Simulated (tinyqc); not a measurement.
Raising U: Hubbard chain of 3 sites, mean field against exact. Computed by the program tinyqc. 

one-body matrix (hopping and site energies) (eV):
```
         1        2        3
1   0.5700  -1.1700   0.0000
2  -1.1700   0.1200  -1.1700
3   0.0000  -1.1700   0.4300
```

electrons, up and down: 2  1

Collinear unrestricted mean field (the lowest of 40 random starts) against exact diagonalisation.

Exact and mean-field results (eV):
```
U            U/t    E exact  E mean field  mean |n_up - n_down|  double occupancy, exact  first gap in the sector
0.5800    0.4957  -1.864990     -1.851948                0.3654                   0.1906                   1.5089
1.1700    1.0000  -1.546079     -1.494303                0.4106                   0.1697                   1.4554
2.3400    2.0000  -1.021397     -0.843738                0.5519                   0.1300                   1.2715
3.5100    3.0000  -0.625574     -0.342662                0.7258                   0.0969                   1.0828
4.6800    4.0000  -0.331201     -0.013682                0.8358                   0.0721                   0.9224
7.0200    6.0000   0.056873      0.349560                0.9258                   0.0419                   0.6917
9.3600    8.0000   0.290840      0.538839                0.9582                   0.0264                   0.5448
14.0400  12.0000   0.550109      0.731095                0.9814                   0.0128                   0.3774
23.4000  20.0000   0.772358      0.886232                0.9933                   0.0049                   0.2312
```

In absolute terms mean field is worst at U/t = 4.0, 0.318 eV too high: at small U it is nearly exact, and at large U it misses only exchange-scale energies. Relative to the exact energy its error is 0.7 % at the smallest U, 515 % at most and 15 % at the largest. The double occupancy falls from 0.191 to 0.005.
